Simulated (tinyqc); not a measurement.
Inside a calculation. Model: solubility, supersaturation, precipitation and gettering of an impurity in a silicon-like host. Computed by tinyqc, a small Python program that keeps every step. Command: `OMP_NUM_THREADS=1 python tinyqc.py 3009544 3009545 out.jsonl ripen walk`. One thread of a shared host (Intel(R) Xeon(R) Processor @ 2.30GHz), about 0.01 s of CPU time with the checks. Intermediate numbers are printed to about 6 digits and carried at full precision; extremes and crossings named in words are read from the listed rows.

The wafer was saturated at T1 and is then held at T.

Inputs (values chosen for the exercise, modelled on chromium in silicon):

| quantity | value | unit |
|---|---|---|
| site density N0 | 5e+22 | 1/cm^3 |
| enthalpy of solution H | 2.74 | eV |
| entropy of solution S | 4.5 | k_B |
| diffusion prefactor D0 | 0.00059 | cm^2/s |
| migration energy Q | 0.789 | eV |
| temperature of saturation T1 | 1475 | K |
| anneal temperature T | 831 | K |
| sink density n | 2.2e+07 | 1/cm^3 |
| initial sink radius r0 | 3.9 | nm |
| impurity density in the precipitate C_p | 6.5e+22 | 1/cm^3 |
| interface energy gamma | 0.44 | J/m^2 |
| anneal time t | 120000 | s |
| wafer thickness w | 625 | micrometre |
| segregation energy E_g | 1.2 | eV |
| segregation prefactor k_0 | 0.06 | - |
| getter layer thickness t_g | 0.71 | micrometre |

Gettering: segregation gettering in a layer.

Constants: k_B = 8.617333262e-05 eV/K; k_B = 1.380649e-23 J/K.

## Solubility, diffusivity, supersaturation

C_eq(T) = N0 exp(S/k_B - H/(k_B T)); D(T) = D0 exp(-Q/(k_B T)); C0 = C_eq(T1). Supersaturation s = C0/C_eq(T); critical radius r* = 2 gamma/(C_p k_B T ln s); barrier W* = (4 pi/3) gamma r*^2. Strain energy is left out.

C0 = 1.95554e+15 1/cm^3

C_eq(T) = 1.08637e+08 1/cm^3

D(T) = 9.67814e-09 cm^2/s

supersaturation s = 1.80007e+07

critical radius r* = 0.0706341 nm

W*/(k_B T) = 0.801468

Sinks of radius r0 are above r* and grow. The barrier is low enough for new nuclei to form. Caution: the barrier to homogeneous nucleation is below 35 k_B T for these inputs, so new precipitates would form and outnumber the fixed sinks assumed here. Caution: a critical radius of atomic size is outside the capillary model.

## Ham's law for sinks of fixed radius

tau0 = 1/(4 pi n r0 D); C_fixed(t) = C_eq + (C0 - C_eq) exp(-t/tau0). If all excess precipitates, the final radius is r_f = [r0^3 + 3 (C0 - C_eq)/(4 pi n C_p)]^(1/3), with tau_f = 1/(4 pi n r_f D).

tau0 = 958321 s

C_fixed(t) = 1.72538e+15 1/cm^3

final radius r_f = 68.8610 nm

tau_f = 54275.3 s

The sinks grow 17.7 times, so the fixed radius underrates the later rate.

## Growing precipitates

Growing sinks: with y = r/r_f and y0 = r0/r_f, dy/dt = (1 - y^3)/(3 tau_f y), which integrates to t/tau_f = F(y) - F(y0), F(y) = (1/2) ln[(1 + y + y^2)/(1 - y)^2] - sqrt(3) arctan[(2y + 1)/sqrt(3)]; the share of the excess left is (1 - y^3)/(1 - y0^3), and C(t) = C_eq + (C0 - C_eq) x share.

radius at t = 63.6030 nm

share of the excess left = 0.212064

C(t) with growing sinks = 4.14699e+14 1/cm^3

78.8 % of the excess has precipitated.

## Segregation into a layer on one face

k = k_0 exp(E_g/(k_B T)); in equilibrium the bulk keeps C/C0 = 1/(1 + k t_g/w). For a strong sink on one face the slowest diffusion mode has tau_w = 4 w^2/(pi^2 D), and C/C0 is estimated as c_eq + (1 - c_eq)(8/pi^2) sum over odd m up to 99 of exp(-m^2 t/tau_w)/m^2. Precipitation is left out here.

segregation coefficient k = 1.13713e+06

equilibrium C/C0 = 7.73529e-04

tau_w = 163579 s

mean C/C0 at t = 0.389816

Limited by diffusion: far more is left than the 7.7e-4 that equilibrium would leave.

## The best anneal temperature for the time t

C_eq(T) = N0 exp(S/k_B - H/(k_B T)); D(T) = D0 exp(-Q/(k_B T)); C0 = C_eq(T1). r_f = [r0^3 + 3 (C0 - C_eq)/(4 pi n C_p)]^(1/3), tau_f = 1/(4 pi n r_f D).

Dissolved share after t:

| T (K) | C_eq/C0 | tau_f (s) | C(t)/C0 |
|---|---|---|---|
| 664 | 3.67581e-12 | 8.67109e+05 | 9.71193e-01 |
| 767 | 2.28101e-09 | 1.36106e+05 | 6.47216e-01 |
| 885 | 5.73651e-07 | 2.77097e+04 | 2.72321e-02 |
| 1003 | 3.92952e-05 | 8.20425e+03 | 4.02232e-05 |
| 1121 | 1.10553e-03 | 3.13963e+03 | 1.10553e-03 |
| 1239 | 1.64724e-02 | 1.44976e+03 | 1.64724e-02 |
| 1342 | 1.18078e-01 | 8.52623e+02 | 1.18078e-01 |
| 1416 | 4.07301e-01 | 6.81439e+02 | 4.07301e-01 |

The lowest dissolved share among these rows is 4.0e-5 at 1003 K. Above it solubility sets the floor; below it diffusion is too slow for this time. Solubility falls with H = 2.74 eV and diffusion with Q = 0.789 eV.

Checks made by the program: radius against numerical integration (relative difference 2e-10).
